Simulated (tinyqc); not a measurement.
Double-gate transistor below threshold, two-dimensional Poisson equation on a small mesh: two steps of the calculation.

Half of a symmetric double-gate structure: row 0 is the mid-plane of the body, where the normal field vanishes. Mobile charge is neglected (subthreshold), the body is fully depleted, and potentials are counted from the intrinsic level; rows run upward to the gate, columns from source to drain.

Question 1. Direct solution. Solve A psi = b.

A:
```
           (0,1)      (0,2)      (0,3)      (1,1)      (1,2)      (1,3)      (2,1)      (2,2)
(0,1)   76.16667   -1.33333    0.00000  -73.50000    0.00000    0.00000    0.00000    0.00000
(0,2)   -1.33333   76.16667   -1.33333    0.00000  -73.50000    0.00000    0.00000    0.00000
(0,3)    0.00000   -1.33333   76.16667    0.00000    0.00000  -73.50000    0.00000    0.00000
(1,1)  -73.50000    0.00000    0.00000  152.33333   -2.66667    0.00000  -73.50000    0.00000
(1,2)    0.00000  -73.50000    0.00000   -2.66667  152.33333   -2.66667    0.00000  -73.50000
(1,3)    0.00000    0.00000  -73.50000    0.00000   -2.66667  152.33333    0.00000    0.00000
(2,1)    0.00000    0.00000    0.00000  -73.50000    0.00000    0.00000  129.76786   -9.90476
(2,2)    0.00000    0.00000    0.00000    0.00000  -73.50000    0.00000   -9.90476  129.76786
(2,3)    0.00000    0.00000    0.00000    0.00000    0.00000  -73.50000    0.00000   -9.90476

           (2,3)
(0,1)    0.00000
(0,2)    0.00000
(0,3)    0.00000
(1,1)    0.00000
(1,2)    0.00000
(1,3)  -73.50000
(2,1)    0.00000
(2,2)   -9.90476
(2,3)  129.76786
```

b (V): (0,1) 0.7066667, (0,2) 0.0000000, (0,3) 2.0400000, (1,1) 1.4133333, (1,2) 0.0000000, (1,3) 4.0800000, (2,1) -0.2192262, (2,2) -5.4687500, (2,3) 9.6855357

Give: psi at the free nodes.

Answer 1.

psi at the free nodes (V): (0,1) 0.0528, (0,2) -0.0016, (0,3) 0.3023, (1,1) 0.0451, (1,2) -0.0081, (1,3) 0.2856, (2,1) 0.0218, (2,2) -0.0272, (2,3) 0.2343

Question 2. Gauss-Seidel sweep. Free nodes: rows 0..2, columns 1..3, taken row by row from row 0, left to right. t = (up psi(above) + dn psi(below) + lat [psi(left) + psi(right)] + s)/(up + dn + 2 lat), with the newest neighbours; psi(new) = t.

psi after iteration 1 (V):

|  | j=0 | j=1 | j=2 | j=3 | j=4 |
|---|---|---|---|---|---|
| row 0 | 0.5300000 | 0.0092779 | 0.0001624 | 0.0267862 | 1.5300000 |
| row 1 | 0.5300000 | 0.0137544 | 0.0003191 | 0.0397132 | 1.5300000 |
| row 2 | 0.5300000 | 0.0061011 | -0.0414961 | 0.0939635 | 1.5300000 |
| row 3 | -0.1500000 | -0.1500000 | -0.1500000 | -0.1500000 | -0.1500000 |

| row | up | dn | lat | s (V) |
|---|---|---|---|---|
| 0 | 73.5 | 0 | 1.3333333 | 0 |
| 1 | 73.5 | 73.5 | 2.6666667 | 0 |
| 2 | 36.458333 | 73.5 | 9.9047619 | 0 |

Find: psi after iteration 2.

Answer 2.

psi after iteration 2 (V):

|  | j=0 | j=1 | j=2 | j=3 | j=4 |
|---|---|---|---|---|---|
| row 0 | 0.530 | 0.023 | 0.001 | 0.065 | 1.530 |
| row 1 | 0.530 | 0.023 | -0.018 | 0.103 | 1.530 |
| row 2 | 0.530 | 0.008 | -0.045 | 0.130 | 1.530 |
| row 3 | -0.150 | -0.150 | -0.150 | -0.150 | -0.150 |

Numbers from tinyqc (`OMP_NUM_THREADS=1 python tinyqc.py 2480105 2480106 out.jsonl`; about 0.1 s on one thread of a shared Intel Xeon 2.30GHz).
